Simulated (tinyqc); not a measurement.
Hall factor, magnetoresistance and optical conductivity for a power-law relaxation time: one step, computed by the program tinyqc. Command: `OMP_NUM_THREADS=1 python tinyqc.py 3027025 3027026 out.jsonl magneto walk`. One thread of a shared host (Intel(R) Xeon(R) Processor @ 2.30GHz), about 0.01 s of CPU time with the checks.

One spherical parabolic band, tau(E) = tau_0 x^s with x = E/(k_B T). Landau quantisation is left out.

Problem. Limits. mu = e <tau>/m; weak field r_H = <tau^2>/<tau>^2 and MR = c (mu B)^2, c = <tau^3>/<tau>^3 - r_H^2; strong field r_H = 1 and MR = <tau> <1/tau> - 1.

Inputs (values chosen for the exercise, with a mass close to that of electrons in GaAs): effective mass m = 0.065 m_0; tau_0 = 48 fs; temperature T = 300 K.

<tau>/tau_0 = 0.4365484

<tau^2>/tau_0^2 = 0.1964215

<tau^3>/tau_0^3 = 0.09186848

<1/tau> tau_0 = 2.351134

Constants: e = 1.602176634e-19 C; m_0 = 9.1093837015e-31 kg.

Give: drift mobility mu; weak-field Hall factor; coefficient c; saturation MR.

Solution.

drift mobility mu = 567.0 cm^2/(V s)

weak-field Hall factor = 1.031

coefficient c = 0.04195

saturation MR = 2.638 %
